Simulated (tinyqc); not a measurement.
p-n junction with a stepped n side, non-linear Poisson equation by Newton steps: one step of the calculation.

One dimension, p side on the left, n side on the right; net doping C = -Na for x < 0, +N1 for 0 < x < L1 and +Nd beyond. The potential psi is counted from the intrinsic level, and the quasi-Fermi potentials are flat: 0 for holes and -V for electrons, so n = ni exp((psi + V)/Vt) and p = ni exp(-psi/Vt) (Boltzmann statistics, full ionisation, no current).

Task. Newton step. Solve the tridiagonal system a_(i-1) d_(i-1) + b_i d_i + a_i d_(i+1) = -F_i for nodes 1 to 13, with d = 0 on fixed nodes. Each component d is damped to sign(d) Vt ln(1 + |d|/Vt) before it is added.

Inputs (values chosen for the exercise):
```
symbol,value,unit,meaning
T,400,K,temperature
```

Constants: q = 1.602176634e-19 C, kB = 1.380649e-23 J/K, Vt = kB T/q. Results are converted to the units shown.

coupling a_i, interval 0 to 13 (F/cm^2): 2.3784779e-7  3.1837893e-7  4.2562236e-7  5.6683352e-7  7.5813983e-7  1.0108531e-6  9.1895737e-7  8.3083817e-7  7.5813983e-7  6.8532414e-7  6.2206345e-7  5.7763035e-7  5.0542655e-7  4.6654759e-7

```
node  diagonal b (F/cm^2)  residual F (C/cm^2)
1           -1.4221821e-5       -9.1427111e-14
2           -1.0917114e-5       -7.2908059e-11
3           -7.9030743e-6        -9.3435207e-9
4           -3.4162167e-6         3.3876276e-9
5           -1.7746898e-6        -4.3539301e-8
6           -1.9300634e-6         2.6301198e-7
7           -1.8643466e-6         2.5882245e-7
8           -5.3893495e-6        -1.4367999e-7
9           -6.7928405e-6        -1.1810748e-7
10          -4.6144334e-6        -8.1405058e-9
11          -4.3001904e-6       -3.4528769e-10
12          -4.4426889e-6       -8.1538794e-12
13          -4.6920263e-6       -1.2785565e-13
```

psi after iteration 1, node 0 to 14 (V): -0.48468172  -0.48467849  -0.48453791  -0.48115973  -0.44989777  -0.25631233  -0.00793767  0.20000660  0.31740466  0.32586286  0.30587976  0.30072707  0.29986219  0.29974312  0.29972872

Find: Newton step d, before damping; psi after iteration 2.

Result.

Newton step d, before damping, node 1 to 13 (V): 0.00000  0.00011  0.00298  0.05799  0.25463  0.44661  0.37171  0.02859  -0.01460  -0.00402  -0.00067  -0.00009  -0.00001
psi after iteration 2, node 0 to 14 (V): -0.48468  -0.48468  -0.48443  -0.47830  -0.41589  -0.18301  0.08292  0.28503  0.33822  0.31369  0.30207  0.30006  0.29977  0.29973  0.29973

Program tinyqc, `OMP_NUM_THREADS=1 python tinyqc.py 2000105 2000106 out.jsonl`; Intel Xeon 2.30GHz, shared host, one thread, about 0.03 s.
